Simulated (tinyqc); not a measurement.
Worked calculation: conductance of a narrow metal strip with scatterers (square lattice, Green functions). Values are carried at full precision from step to step, so a last printed digit may differ when a step is redone from the rounded ones.

A strip of W sites across with hard walls, site energy 0 and hopping -t. Mode n = 1 to W has profile chi_n(j) = sqrt(2/(W + 1)) sin(n j pi/(W + 1)) and energy en = -2t cos(n pi/(W + 1)); E = en - 2t cos(kn a). With z_n = exp(i kn a) (Im k > 0 for closed modes, |z| < 1) each lead gives the self-energy -t z_n in mode n. One column carries the site energies v, here a notch at the edge (a site raised out of reach). In the mode basis V_nm = sum_j chi_n(j) v_j chi_m(j), G = (E - en + 2 t z_n - V)^-1, and t_nm = 2t sqrt(sin(kn a) sin(km a)) G_nm in size for open modes. T = sum |t_nm|^2, conductance (2e^2/h) T.

Constants: e^2/h = 3.874045865e-05 S.

Inputs chosen for the exercise (hopping and spacing of the size met in Cu or Al; the lattice is a model; shifted at random, so the results belong to these values and not to a real crystal):

| symbol | value | unit | meaning |
|---|---|---|---|
| t | 1.18 | eV | hopping |
| a | 2.72 | angstrom | spacing |
| W | 4 |  | sites across |
| E | -1.3 | eV | Fermi energy |
| v | (50, 0, 0, 0) | eV | site energies in the scattering column |

## Modes at the Fermi energy

For each n: en, cos(kn a) = (en - E)/(2t), z_n and the velocity 2 t a sin(kn a) (zero if closed).

Modes:

| n | en (eV) | cos(k a) | z | dE/dk (eV angstrom) |
|---|---|---|---|---|
| 1 | -1.9093 | -0.25817 | -0.25817+0.96610i | 6.2016 |
| 2 | -0.7293 | 0.24183 | 0.24183+0.97032i | 6.2287 |
| 3 | 0.7293 | 0.85986 | 0.85986+0.51052i | 3.2771 |
| 4 | 1.9093 | 1.35986 | 0.43833 | 0.0000 |

3 of 4 modes are open, so the clean strip has a resistance of 4302 ohm, whatever its length.

## The scatterer in the mode basis

Form V_nm.

V (eV), lower triangle:
```
         n=1      n=2      n=3     n=4
n=1   6.9098
n=2  11.1803  18.0902
n=3  11.1803  18.0902  18.0902
n=4   6.9098  11.1803  11.1803  6.9098
```

A single site couples every mode that has amplitude on it.

## Green function and transmission

E - en + 2 t z_n = 2t (z_n - cos(kn a)). Invert, form |t_nm|^2 = (2t)^2 Im(z_n) Im(z_m) |G_nm|^2 and sum. The added resistance is 1/(2 (e^2/h) T) less the same for the clean strip.

G (1/eV):
```
                 n=1              n=2              n=3              n=4
n=1  -0.0080-0.3887i  -0.0130+0.0804i  -0.0246+0.1529i   0.0524+0.0084i
n=2  -0.0130+0.0804i  -0.0209-0.3071i  -0.0397+0.2463i   0.0843+0.0136i
n=3  -0.0246+0.1529i  -0.0397+0.2463i  -0.0754-0.3618i   0.1603+0.0258i
n=4   0.0524+0.0084i   0.0843+0.0136i   0.1603+0.0258i  -0.4510-0.0549i
```

|t_nm|^2, lower triangle:
```
        n=1     n=2     n=3  n=4
n=1  0.7856
n=2  0.0347  0.4968
n=3  0.0659  0.1718  0.1983
n=4       0       0       0    0
```

T = 2.0253
added resistance = 2071 ohm

Mode 3 passes least (0.436) and mode 1 most (0.886); 26.9 % of the transmitted flux changes mode.

## Checks

- Transmitted plus reflected flux against the number of open modes: both 3.00000.

(tinyqc, `OMP_NUM_THREADS=1 python tinyqc.py 1452632 1452633 out.jsonl`, Intel(R) Xeon(R) Processor @ 2.30GHz, 1 thread, shared host, about 0.01 s.)
